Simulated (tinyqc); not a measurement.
Inside a calculation. Method: tight binding, kagome lattice. One step of it, computed by the program tinyqc.

Problem. Bloch Hamiltonian at K. H_AB = -t1 - t2 exp(-i k.a1), H_AC = -t1 - t2 exp(-i k.a2), H_BC = -t1 - t2 exp(i k.(a1 - a2)), H_CC = delta.

Parameters chosen for this model:
```
parameter      value                unit
t1          1.020000    eV, up triangles
t2          1.020000  eV, down triangles
delta      -0.720000        eV on site C
```

k point K (fractions of the reciprocal vectors): 0.333333  0.666667

Give: H(k) at K.

Solution.

H(k) at K (eV):
```
               A              B              C
A          0.000  -0.510+0.883i  -0.510-0.883i
B  -0.510-0.883i          0.000  -0.510+0.883i
C  -0.510+0.883i  -0.510-0.883i         -0.720
```
